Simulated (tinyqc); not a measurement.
On-chip power grid, static voltage drop by conjugate gradients: one step of the calculation.

A grid of 4 rows and 4 columns, node k = 4 row + column. Neighbours in a row are joined by Rx, in a column by Ry; pad nodes, which reach the supply through Rp: 0, 15. Each node draws I0, node 6 draws kh I0. The drops u = Vdd - V solve G u = i, with G the conductance matrix (1/Rp added on the diagonal at pad nodes).

Problem. Worst drop, pad currents and power lost. Pad current u/Rp; worst drop as a share of Vdd; power lost in the grid and pads sum_k i_k u_k; power delivered sum_k i_k (Vdd - u_k).

Inputs (values chosen for the exercise):
```
symbol  value  unit                                   meaning
Vdd       0.8     V                            supply voltage
Rp       0.27   ohm  resistance from a pad node to the supply
I0        1.8    mA          load current of an ordinary node
kh          8              factor on the load at the hot node
```

converged u (mV):
```
           col 0      col 1      col 2      col 3
row 0  5.6776039  7.3820240  8.3689066  8.7122493
row 1  7.8642611  8.4128569  9.2358880  8.9145081
row 2  8.2781703  8.2780120  8.1729223  7.8471399
row 3  8.1344300  7.8175150  7.0406337  5.5003961
```

Wanted: worst drop; share of Vdd; pad currents; power lost; power delivered.

Solution.

worst drop = 9.236 mV
share of Vdd = 1.154 %
pad currents (mA): node 0 21.03, node 15 20.37
power lost = 0.3425 mW
power delivered = 32.78 mW

The pad currents add up to the total load, 41.40 mA. The worst drop is at node 6; the hot node is 6.

tinyqc, about 0.3 s, one thread, Intel Xeon 2.30GHz (shared host): `OMP_NUM_THREADS=1 python tinyqc.py 2770111 2770112 out.jsonl`
